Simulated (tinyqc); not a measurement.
On-chip interconnect, size-dependent resistivity and RC delay: one step of the calculation.

A rectangular line between two neighbours and two ground planes. Surface and grain-boundary scattering are added to the bulk resistivity as corrections; capacitances are parallel-plate values without fringing; inductance is ignored.

Question. Ladder and Elmore delays. 5 equal pi sections: series Rs = r Lw/5; node capacitances c Lw/5, halved at nodes 0 and 5, with Cl added to node 5; Rd feeds node 0. Elmore delay of node k: the sum, over the resistors on the path to k, of resistance times all capacitance downstream of it.

Parameters, values chosen for the exercise; metal values close to those of copper: line length Lw = 92 um; driver resistance Rd = 1900 ohm; load capacitance Cl = 0.11 fF.

r = 139.35472 ohm/um
c = 0.20840675 fF/um

Wanted: Rs; C; Elmore delay.

Answer.

Rs = 2564.1 ohm

```
node	C (fF)	Elmore delay (ps)
0	1.9173	36.638
1	3.8347	81.167
2	3.8347	115.86
3	3.8347	140.73
4	3.8347	155.76
5	2.0273	160.96
```

The far-end value equals Rd (c Lw + Cl) + r Lw (c Lw/2 + Cl) for any number of pi sections; the line resistance contributes 77.2 % of it.

Range of the model: The metal width is under the mean free path, where the thick-limit surface term and the simple sum of corrections lose accuracy.

Computed by the program tinyqc: `OMP_NUM_THREADS=1 python tinyqc.py 2100148 2100149 out.jsonl`, one thread of a shared Intel Xeon 2.30GHz, about 0.01 s for the whole run.
